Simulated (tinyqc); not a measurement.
Square on-chip spiral inductor, lumped pi model: two steps of the calculation.

Outer diameter do = di + 2 n wd + 2 (n - 1) sp, mean da = (do + di)/2, fill p = (do - di)/(do + di), length l = 4 n da. L = 2.34 mu0 n^2 da/(1 + 2.75 p), mu0 = 4 pi 1e-7 H/m. Rs = rho l/(wd delta (1 - exp(-th/delta))), delta = sqrt(rho/(pi f mu0)). Cs = n wd^2 eps0 eo/hu across the coil. At each end Cox = l wd eps0 eo/(2 ho) leads to the substrate branch Rsi = 2 rs he/(l wd) in parallel with Csi = l wd eps0 11.7/(2 he). With one end grounded Y = 1/(Rs + i w L) + i w Cs + 1/[1/(i w Cox) + 1/(1/Rsi + i w Csi)], w = 2 pi f; Q = -Im Y/Re Y. Eddy currents in neighbouring turns and in the substrate are left out.

Parameters, values chosen for the exercise; values of the order met in silicon radio-frequency processes:
- n = 2.5 (number of turns)
- wd = 20 um (line width)
- sp = 1.5 um (space between turns)
- di = 140 um (inner diameter)
- th = 2 um (metal thickness)
- rho = 2.2 uohm cm (metal resistivity)
- ho = 7.3 um (oxide below the coil)
- hu = 1.4 um (oxide between coil and underpass)
- eo = 4.1 (relative permittivity of the oxide)
- rs = 20 ohm cm (substrate resistivity)
- he = 30 um (effective spreading depth in the substrate)
- f = 1.3 GHz (frequency)

Constants: eps0 = 8.8541878128e-12 F/m. Results are converted to the units shown.

Task 1. Geometry and model elements. do, l, L, delta, Rs, Cs, Cox, Rsi and Csi as defined.

Find: do; l; L; delta; Rs; Cs; Cox; Rsi; Csi.

Result 1.

do = 244.50 um
l = 1922.5 um
L = 2.0220 nH
delta = 2.0704 um
Rs = 1.6491 ohm
Cs = 25.930 fF
Cox = 95.604 fF
Rsi = 312.09 ohm
Csi = 66.386 fF

Task 2. Admittance, quality factor and apparent inductance. Series branch 1/(Rs + i w L), substrate branch, total Y, Q = -Im Y/Re Y, apparent inductance Im(1/Y)/w, metal-only value w L/Rs, share of the loss in the substrate Re(substrate branch)/Re Y.

L = 2.0219944 nH
Rs = 1.6490500 ohm
Cs = 25.930121 fF
Cox = 95.604003 fF
Rsi = 312.09363 ohm
Csi = 66.386487 fF

Wanted: series branch; substrate branch; Y; Q; apparent inductance; w L/Rs; share of the loss in the substrate.

Result 2.

series branch = 5.986-59.950i mS
substrate branch = 0.16259+0.71376i mS
Y = 6.148-59.024i mS
Q = 9.6000
apparent inductance = 2.0519 nH
w L/Rs = 10.015
share of the loss in the substrate = 2.6445 %

Q is 95.9 % of the metal-only value.

tinyqc, about 0.01 s, one thread, Intel Xeon 2.30GHz (shared host): `OMP_NUM_THREADS=1 python tinyqc.py 2302153 2302154 out.jsonl`
